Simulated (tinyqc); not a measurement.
Changing the photon energy: X-ray photoelectron analysis of a thin oxide on a semiconductor: attenuation lengths, thickness, angle series and band offsets. Computed by tinyqc, a small Python program. Command: `OMP_NUM_THREADS=1 python tinyqc.py 3111846 3111847 out.jsonl xps sweep`. One thread of a shared host (Intel(R) Xeon(R) Processor @ 2.30GHz), about 0.01 s of CPU time with the checks.

The same element is seen in the oxide and in the substrate, at nearly the same kinetic energy; films are flat and uniform, and the work function is ignored.

Inputs (values chosen for the exercise, modelled on SiO2 on silicon):
```
quantity                                          value     unit
binding energy of the core level                   99.4       eV
oxide density                                      2.23   g/cm^3
oxide formula mass                                60.08    g/mol
valence electrons per oxide formula                  16        -
oxide gap                                          8.77       eV
substrate density                                  2.33   g/cm^3
substrate formula mass                            28.09    g/mol
valence electrons per substrate formula               4        -
substrate gap                                      1.12       eV
oxide thickness d                                   1.2       nm
emission angle from the normal                       55  degrees
attenuation length over inelastic mean free path   0.86        -
carbon overlayer                                   0.19       nm
```

Method:
- TPP-2M: lambda = E/(E_p^2 [b ln(c E) - C/E + D/E^2]) in angstrom, E_p = 28.8 sqrt(N_v rho/M), b = -0.10 + 0.944/sqrt(E_p^2 + E_g^2) + 0.069 rho^0.1, c = 0.191/sqrt(rho), U = N_v rho/M, C = 1.97 - 0.91 U, D = 53.4 - 20.8 U, with E = photon energy less binding energy in eV.
- Attenuation length L = factor x lambda.
- R_0 = (rho_o/M_o) L_o/((rho_s/M_s) L_s); peak ratio R = I_ox/I_sub = R_0 [exp(d/(L_o cos theta)) - 1]; hence d = L_o cos theta ln(1 + R/R_0). A carbon layer weakens both peaks alike, by exp(-d_C/(L_o cos theta)) if its L is taken equal to L_o. This R_0 leaves out intrinsic losses from the substrate peak, so calibrated values can be larger.

One run for each value:
```
photon energy (eV)  L in the oxide (nm)  ratio R      R_0  depth 3 L_o cos theta (nm)
300                              0.8678   6.0028  0.59185                       1.493
400                              1.0944   3.3222  0.57637                       1.883
533                              1.3910   1.9881  0.56808                       2.394
711                              1.7738   1.2687  0.56323                       3.052
949                              2.2644   0.8511  0.56025                       3.896
1270                             2.8977   0.5910  0.55834                       4.986
1690                             3.6914   0.4248  0.55713                       6.352
2250                             4.7067   0.3114  0.55634                       8.099
3000                             6.0126   0.2313  0.55581                      10.346
```

What does the table show?

Over the rows, L in the oxide (nm) rises from 0.868 to 6.01 (exponent d ln y / d ln x 0.81 between the first rows and 0.85 between the last); ratio R falls from 6.00 to 0.231 (exponent d ln y / d ln x -2.1 between the first rows and -1.0 between the last); R_0 falls from 0.592 to 0.556 (exponent d ln y / d ln x -0.092 between the first rows and -0.0033 between the last).

Extremes, crossings and ranges named in words are read from the listed rows.
